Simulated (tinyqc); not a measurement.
# Resistance of a tapered via with liner, size effect and interface: effects of single changes

A round via whose diameter grows from db at the bottom as D(z) = db + 2 z/tan(ang). The fill, of diameter D - 2 tl, starts above the bottom liner (thickness fb tl) and has rho = rho0 (1 + ks lam/(D - 2 tl)); the sidewall liner conducts in parallel with it. The bottom liner and the interface are crossed over the full area pi db^2/4. Spreading in the lines above and below is left out.

Inputs (values chosen for the exercise); fill metal close to copper: diameter at the bottom db = 23 nm; height hv = 60 nm; sidewall angle ang = 89 degrees; bulk resistivity of the fill rho0 = 1.66 uohm cm; mean free path of the fill lam = 39.8 nm; size-effect factor ks = 1; liner on the sidewall tl = 3 nm; liner at the bottom over that on the sidewall fb = 0.7; resistivity of the liner rl = 390 uohm cm; interface resistivity at the bottom ri = 1.6e-12 ohm cm^2; ballistic conductance per area, about 3/(4 rho0 lam) Sb = 1.1e15 S/m^2; bulk resistivity of the second fill (close to tungsten) rho2 = 5.32 uohm cm; its mean free path lam2 = 16 nm; its liner tl2 = 3.3 nm.

Each table varies one quantity; the others keep the values above.

## Via resistance against the diameter at the bottom

Slices between z0 = fb tl and hv, evaluated at their midpoints: conductance per length pi/4 [(D - 2 tl)^2/rho + (D^2 - (D - 2 tl)^2)/rl], slice resistance = slice height over that. 2000 slices. R_fill = sum of the slices; R_bottom = rl fb tl/(pi db^2/4); R_interface = ri/(pi db^2/4); ballistic (Sharvin) limit 1/(Sb pi (db - 2 tl)^2/4); ideal cylinder rho0 hv/(pi db^2/4).

Result of one run:

| db (nm) | R_fill (ohm) | R_bottom (ohm) | R_interface (ohm) | R (ohm) | ballistic limit (ohm) | R over ideal cylinder | largest part |
|---|---|---|---|---|---|---|---|
| 22 | 13.88 | 21.55 | 0.4209 | 35.85 | 4.521 | 13.68 | bottom liner |

What becomes of these results when the diameter at the bottom db is changed from 22 to 80 nm, all else the same?

Result of the changed run:

| db (nm) | R_fill (ohm) | R_bottom (ohm) | R_interface (ohm) | R (ohm) | ballistic limit (ohm) | R over ideal cylinder | largest part |
|---|---|---|---|---|---|---|---|
| 80 | 0.3319 | 1.629 | 0.03183 | 1.993 | 0.2114 | 10.06 | bottom liner |

The whole series:

| db (nm) | R_fill (ohm) | R_bottom (ohm) | R_interface (ohm) | R (ohm) | ballistic limit (ohm) | R over ideal cylinder | largest part |
|---|---|---|---|---|---|---|---|
| 8.3 | 1098 | 151.4 | 2.957 | 1253 | 218.8 | 68.05 | fill |
| 11 | 238.1 | 86.18 | 1.684 | 326.0 | 46.30 | 31.10 | fill |
| 16 | 45.17 | 40.73 | 0.7958 | 86.70 | 11.57 | 17.50 | fill |
| 22 | 13.88 | 21.55 | 0.4209 | 35.85 | 4.521 | 13.68 | bottom liner |
| 30 | 5.014 | 11.59 | 0.2264 | 16.83 | 2.010 | 11.94 | bottom liner |
| 42 | 1.841 | 5.911 | 0.1155 | 7.868 | 0.8931 | 10.94 | bottom liner |
| 58 | 0.7589 | 3.100 | 0.06056 | 3.919 | 0.4281 | 10.40 | bottom liner |
| 80 | 0.3319 | 1.629 | 0.03183 | 1.993 | 0.2114 | 10.06 | bottom liner |

R falls from 1250 to 1.99 ohm. The fill is the largest part at db = 8.3, the bottom liner from 22 on. R goes as db^(-4.78) between the first two rows and db^(-2.10) between the last two; area alone gives -2. For db = 58, 80 the ballistic limit exceeds half of R_fill, so the diffusive model understates R.

## Via resistance against the interface resistivity at the bottom

Same model as above.

2000 slices.

The same in every row: R_fill (ohm) = 11.91; R_bottom (ohm) = 19.71; ballistic limit (ohm) = 4.005.

Results:

| ri (ohm cm^2) | R_interface (ohm) | R (ohm) | R over ideal cylinder | largest part |
|---|---|---|---|---|
| 2e-13 | 0.04814 | 31.68 | 13.21 | bottom liner |
| 5e-13 | 0.1203 | 31.75 | 13.24 | bottom liner |
| 1e-12 | 0.2407 | 31.87 | 13.29 | bottom liner |
| 2e-12 | 0.4814 | 32.11 | 13.39 | bottom liner |
| 1e-11 | 2.407 | 34.03 | 14.20 | bottom liner |
| 3e-11 | 7.221 | 38.85 | 16.21 | bottom liner |

Estimate the missing row, ri = 6e-12 ohm cm^2.

Computed row:

| ri (ohm cm^2) | R_interface (ohm) | R (ohm) | R over ideal cylinder | largest part |
|---|---|---|---|---|
| 6e-12 | 1.444 | 33.07 | 13.80 | bottom liner |

With this row back in the table: R rises from 31.7 to 38.8 ohm. The bottom liner is the largest part at ri = 2e-13 and in all other rows. The share of the two bottom terms goes from 62.4 to 69.3 %.

## Two fill metals against the diameter

2000 slices. R_fill = sum of the slices; R_bottom = rl fb tl/(pi db^2/4); R_interface = ri/(pi db^2/4). The second fill has rho2, lam2 and tl2 in place of rho0, lam and tl.

Two fill metals against the diameter:

| db (nm) | R, first fill (ohm) | R, second fill (ohm) | ratio second/first |
|---|---|---|---|
| 12 | 230.2 | 371.5 | 1.614 |
| 17 | 72.40 | 108.8 | 1.502 |
| 24 | 28.78 | 41.24 | 1.433 |
| 35 | 11.81 | 16.40 | 1.389 |
| 49 | 5.624 | 7.674 | 1.364 |
| 70 | 2.635 | 3.551 | 1.348 |
| 100 | 1.255 | 1.678 | 1.337 |

What does the table show?

The ratio goes from 1.61 to 1.34. The first fill gives the lower R in every row.

Numbers from tinyqc (`OMP_NUM_THREADS=1 python tinyqc.py 2750088 2750089 out.jsonl`; about 0.01 s on one thread of a shared Intel Xeon 2.30GHz).
